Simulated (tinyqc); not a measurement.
Inside a calculation. Model: Tersoff bond-order potential. Computed by tinyqc, a small Python program that keeps every step. Command: `OMP_NUM_THREADS=1 python tinyqc.py 3005069 3005070 out.jsonl tersoff walk`. One thread of a shared host (Intel(R) Xeon(R) Processor @ 2.30GHz), about 0.01 s of CPU time with the checks. Intermediate numbers are printed to about 6 digits and carried at full precision; extremes and crossings named in words are read from the listed rows.

E = (1/2) sum_(i, j != i) [A exp(-lambda r_ij) - b_ij B exp(-mu r_ij)], b_ij = (1 + (beta zeta_ij)^n)^(-1/(2n)), zeta_ij = sum_(k != i, j) g(theta_ijk), g = 1 + c^2/d^2 - c^2/(d^2 + (h - cos theta)^2), with theta at atom i. Only nearest neighbours count (cut-off function 1 for them, 0 beyond).

Inputs (values chosen for the exercise, modelled on carbon):

| quantity | value | unit |
|---|---|---|
| A | 1395.7 | eV |
| B | 351.27 | eV |
| lambda | 3.4879 | 1/angstrom |
| mu | 2.2119 | 1/angstrom |
| beta | 1.58e-07 | - |
| n | 0.724 | - |
| c | 39100 | - |
| d | 4.411 | - |
| h | -0.5508 | - |
| bond length r_12 | 1.61 | angstrom |
| bond length r_13 | 1.54 | angstrom |
| angle theta at atom 1 | 107 | degrees |

Constants: 1 eV/angstrom^3 = 160.2176634 GPa.

## An open trimer

Atom 1 binds atoms 2 and 3, which do not interact. b_12 = b_13 follow from zeta = g(theta); b_21 = b_31 = 1. E = sum over the two bonds of A exp(-lambda r) - (b + 1)/2 B exp(-mu r).

g(theta) = 268781

bond order b_12 = 0.935383

repulsive terms (eV): 5.08163  6.48690

attractive terms B exp(-mu r) (eV): 9.9781  11.6491

energy of the trimer = -9.35996 eV

g is least (g = 1) at cos theta = h, 123.4 degrees, wider than the tetrahedral 109.47.

## The diamond lattice

zeta = 3 g(cos theta = -1/3). With z equal bonds of order b, r = ln(lambda A/(mu b B))/(lambda - mu) and E per atom = -(z/2) b B exp(-mu r)(1 - mu/lambda). a0 = 4 r/sqrt3; B0 = phi''(r)/(3 a0) with phi'' = mu (lambda - mu) b B exp(-mu r), since b does not change under uniform scaling.

zeta = 571557

bond order b = 0.894414

bond length = 1.52557 angstrom

energy per atom of the diamond lattice = -7.87058 eV

lattice constant a0 = 3.52316 angstrom

bulk modulus B0 = 460.217 GPa

## Elastic constants of the diamond lattice

Second derivatives of the energy per atom, volume V = a0^3/8: e_xx gives C11; e_xx = -e_yy gives 2 (C11 - C12); e_xy = e_yx = s/2 with a sublattice shift u_z gives C44 = (E_ss - E_su^2/E_uu)/V and Kleinman's parameter |E_su/E_uu|/(a0/4).

C11 = 1236.61 GPa

C12 = 72.0217 GPa

C44 = 714.299 GPa

Kleinman's parameter = 0.176784

## Unrelaxed vacancy

Each of the four neighbours loses one bond; its three other bonds now have zeta = 2 g, for the direction that starts at it. E_v = -E + 12 x (1/2)(b(3g) - b(2g)) B exp(-mu r), where -E is the pair-like cost.

b(2g) = 0.918637

unrelaxed vacancy energy E_v = 6.12260 eV

Stronger back bonds return 1.748 eV, so E_v is 78 % of the cohesive energy.

## Energy against coordination

Angles seen from one bond (cos theta: count): chain -1: 1; graphitic -1/2: 2; diamond -1/3: 3; square net 0: 2, -1: 1; simple cubic 0: 4, -1: 1; bcc 1/3: 3, -1/3: 3, -1: 1; fcc 1/2: 4, 0: 2, -1/2: 4, -1: 1.

Relaxed structures:

| structure | z | zeta | b | r (angstrom) | E per atom (eV) | E per bond (eV) |
|---|---|---|---|---|---|---|
| dimer | 1 | 0 | 1.00000 | 1.43812 | -2.66940 | -5.33881 |
| chain | 2 | 8.06500e+05 | 0.86922 | 1.54797 | -3.63962 | -3.63962 |
| graphitic | 3 | 2.08424e+04 | 0.98913 | 1.44669 | -7.77254 | -5.18169 |
| diamond | 4 | 5.71557e+05 | 0.89441 | 1.52557 | -7.87058 | -3.93529 |
| square net | 4 | 3.21920e+06 | 0.71881 | 1.69687 | -4.33041 | -2.16520 |
| simple cubic | 6 | 5.63191e+06 | 0.63754 | 1.79089 | -4.67953 | -1.55984 |
| bcc | 8 | 1.04825e+07 | 0.53995 | 1.92111 | -3.96181 | -0.99045 |
| fcc | 12 | 2.01394e+07 | 0.43736 | 2.08625 | -3.34068 | -0.55678 |

The lowest are diamond, graphitic and simple cubic, the first two 0.098 eV apart. The bond order falls from 1 to 0.437 and the bond weakens from -5.34 to -0.56 eV, as b^(lambda/(lambda - mu)) with exponent 2.73. With the same z = 4 the square net lies 3.54 eV above diamond, from its angles alone. Caution: in bcc and other dense structures second neighbours can fall inside the usual cut-off; they are left out here.

Checks made by the program: (C11 + 2 C12)/3 against B0 (relative difference 1e-08).
